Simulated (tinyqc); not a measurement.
UHF in the 6-31g basis, for H2, spin multiplicity 1, step by step. One step of it, computed by the program tinyqc.

Task: Iteration 1: building the Fock matrix. J_ij = sum D_kl (ij|kl) with D = D(alpha) + D(beta), K_ij = sum D_kl (ik|jl) for each spin; F = H + J - K(s); E = tr D H + tr D J / 2 - 0.5 sum_s tr D(s) K(s) + E_nn.

D(alpha) at the start, lower triangle:
```
          1H 1s     1H 2s     2H 1s     2H 2s
1H 1s  0.220524
1H 2s  0.195634  0.173553
2H 1s  0.145992  0.129514  0.096650
2H 2s  0.018812  0.016688  0.012454  0.001605
```

D(beta) at the start, lower triangle:
```
          1H 1s     1H 2s     2H 1s     2H 2s
1H 1s  0.096650
1H 2s  0.012454  0.001605
2H 1s  0.145992  0.018812  0.220524
2H 2s  0.129514  0.016688  0.195634  0.173553
```

core Hamiltonian H = T + V (hartree), lower triangle:
```
           1H 1s      1H 2s      2H 1s      2H 2s
1H 1s  -0.806870
1H 2s  -0.838149  -0.869923
2H 1s  -0.512003  -0.616011  -0.806870
2H 2s  -0.616011  -0.749295  -0.838149  -0.869923
```

Two-electron integrals (ij|kl) in chemists' order, unique and non-zero (hartree):
```
(11|11) 1.076566   (21|11) 0.578470   (21|21) 0.329423   (22|11) 0.587396
(22|21) 0.361304   (22|22) 0.453150   (31|11) 0.229976   (31|21) 0.133554
(31|22) 0.150263   (31|31) 0.072980   (32|11) 0.254473   (32|21) 0.157826
(32|22) 0.198805   (32|31) 0.093172   (32|32) 0.137346   (33|11) 0.538084
(33|21) 0.342933   (33|22) 0.450583   (33|31) 0.229976   (33|32) 0.365785
(33|33) 1.076566   (41|11) 0.365785   (41|21) 0.209504   (41|22) 0.231877
(41|31) 0.093172   (41|32) 0.113180   (41|33) 0.254473   (41|41) 0.137346
(42|11) 0.418729   (42|21) 0.259862   (42|22) 0.332532   (42|31) 0.123365
(42|32) 0.174581   (42|33) 0.418729   (42|41) 0.174581   (42|42) 0.266224
(43|11) 0.342933   (43|21) 0.217133   (43|22) 0.285593   (43|31) 0.133554
(43|32) 0.209504   (43|33) 0.578470   (43|41) 0.157826   (43|42) 0.259862
(43|43) 0.329423   (44|11) 0.450583   (44|21) 0.285593   (44|22) 0.384159
(44|31) 0.150263   (44|32) 0.231877   (44|33) 0.587396   (44|41) 0.198805
(44|42) 0.332532   (44|43) 0.361304   (44|44) 0.453150
```

nuclear repulsion = 0.55065266 hartree

Give: Coulomb J; exchange K(alpha); exchange K(beta); F(alpha); F(beta); total energy of this density.

Result:

Coulomb J (hartree), lower triangle:
```
        1H 1s   1H 2s   2H 1s   2H 2s
1H 1s  1.4237
1H 2s  0.8373  0.9828
2H 1s  0.4158  0.5654  1.4237
2H 2s  0.5654  0.7918  0.8373  0.9828
```

exchange K(alpha) (hartree), lower triangle:
```
        1H 1s   1H 2s   2H 1s   2H 2s
1H 1s  0.6530
1H 2s  0.4984  0.4292
2H 1s  0.3407  0.3217  0.3693
2H 2s  0.3922  0.3544  0.3170  0.3183
```

exchange K(beta) (hartree), lower triangle:
```
        1H 1s   1H 2s   2H 1s   2H 2s
1H 1s  0.3693
1H 2s  0.3170  0.3183
2H 1s  0.3407  0.3922  0.6530
2H 2s  0.3217  0.3544  0.4984  0.4292
```

F(alpha) (hartree), lower triangle:
```
         1H 1s    1H 2s    2H 1s    2H 2s
1H 1s  -0.0362
1H 2s  -0.4993  -0.3163
2H 1s  -0.4369  -0.3723   0.2475
2H 2s  -0.4428  -0.3118  -0.3179  -0.2054
```

F(beta) (hartree), lower triangle:
```
         1H 1s    1H 2s    2H 1s    2H 2s
1H 1s   0.2475
1H 2s  -0.3179  -0.2054
2H 1s  -0.4369  -0.4428  -0.0362
2H 2s  -0.3723  -0.3118  -0.4993  -0.3163
```

total energy of this density = -1.057335 hartree

This density is the starting one.
